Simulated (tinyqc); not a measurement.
From results back to parameters: deformation-potential model of the Delta valleys of a conduction band. Three cases, with inputs chosen for the exercise.

Problem. A uniaxial tension X1 along [100] acts on valleys along x, y, z, with shifts dE = Xd tr(e) + Xu a.e.a and Boltzmann shares. The ratio of the share of the y valleys to that of the x valleys is given.

s11 = (C11 + C12)/((C11 - C12)(C11 + 2 C12)), s12 = -C12/((C11 - C12)(C11 + 2 C12)), s44 = 1/C44; exx = s11 sxx + s12 (syy + szz) and cyclic, exy = s44 sxy/2; tension is positive. A uniaxial stress X along the unit vector n is s_ij = X n_i n_j. Biaxial (001) means sxx = syy = X.

Constants: kB = 8.617333262e-05 eV/K.

Case 1.

Values chosen (near those of Si; the results hold for these values, not for the real material): C11 = 157.5 GPa; C12 = 62 GPa; C44 = 75.4 GPa; X1 = 0.8 GPa (size of the stress); T = 200 K (temperature).

n_y/n_x = 99.29175

Case 2.

Values chosen (near those of Si; the results hold for these values, not for the real material): C11 = 168.5 GPa; C12 = 62.5 GPa; C44 = 80 GPa; X1 = 0.3 GPa (size of the stress); T = 77 K (temperature).

n_y/n_x = 57.02700

Case 3.

Values chosen (near those of Si; the results hold for these values, not for the real material): C11 = 165.2 GPa; C12 = 63.3 GPa; C44 = 79 GPa; X1 = 1.1 GPa (size of the stress); T = 300 K (temperature).

n_y/n_x = 47.98219

Find: splitting dE_x - dE_y; Xu.

Solution. The splitting is kT ln(n_y/n_x), and it equals Xu (exx - eyy) = Xu (s11 - s12) X1; Xd drops out.

Case 1.

splitting dE_x - dE_y = 79.25 meV
Xu = 9.46 eV

Case 2.

splitting dE_x - dE_y = 26.83 meV
Xu = 9.48 eV

Case 3.

splitting dE_x - dE_y = 100.07 meV
Xu = 9.27 eV

Computed by tinyqc, one run a case: `OMP_NUM_THREADS=1 python tinyqc.py N N+1 out.jsonl` with N = 1051557, 1080032, 1080049; one thread of a shared Intel(R) Xeon(R) Processor @ 2.30GHz, about 0.03 s a run at most.
